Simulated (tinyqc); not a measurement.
Raising U: Hubbard ring of 6 sites, mean field against exact. Computed by the program tinyqc. Collinear unrestricted mean field (the lowest of 40 random starts) against exact diagonalisation.

one-body matrix (hopping and site energies) (eV):
```
,1,2,3,4,5,6
1,0.0000,-1.2500,0.0000,0.0000,0.0000,-1.2500
2,-1.2500,0.0000,-1.2500,0.0000,0.0000,0.0000
3,0.0000,-1.2500,0.0000,-1.2500,0.0000,0.0000
4,0.0000,0.0000,-1.2500,0.0000,-1.2500,0.0000
5,0.0000,0.0000,0.0000,-1.2500,0.0000,-1.2500
6,-1.2500,0.0000,0.0000,0.0000,-1.2500,0.0000
```

electrons, up and down: 3  3

Exact and mean-field results (eV):
```
U,U/t,E exact,E mean field,mean |n_up - n_down|,"double occupancy, exact",first gap in the sector
0.6200,0.4960,-9.101001,-9.070000,0.0000,0.2333,2.2895
1.2500,1.0000,-8.251448,-8.125000,0.0000,0.2161,2.0703
2.5000,2.0000,-6.761821,-6.250000,0.0000,0.1808,1.6413
3.7500,3.0000,-5.541692,-4.564102,0.5539,0.1446,1.2608
5.0000,4.0000,-4.585883,-3.545402,0.7578,0.1111,0.9629
7.5000,6.0000,-3.310647,-2.434506,0.8914,0.0637,0.6064
10.0000,8.0000,-2.560164,-1.846635,0.9384,0.0391,0.4357
15.0000,12.0000,-1.749822,-1.241441,0.9724,0.0186,0.2835
25.0000,20.0000,-1.065634,-0.748134,0.9900,0.0070,0.1700
```

What does the comparison show, and why?

In absolute terms mean field is worst at U/t = 4.0, 1.040 eV too high: at small U it is nearly exact, and at large U it misses only exchange-scale energies. Its local moments set in at U/t = 3.0 of those listed, a broken symmetry that the exact state of a finite cluster with equal spins does not have. Relative to the exact energy its error is 0.3 % at the smallest U, 30 % at most and 30 % at the largest. The double occupancy falls from 0.233 to 0.007; at the largest U the first gap is 0.68 times the exchange scale 4t^2/U.
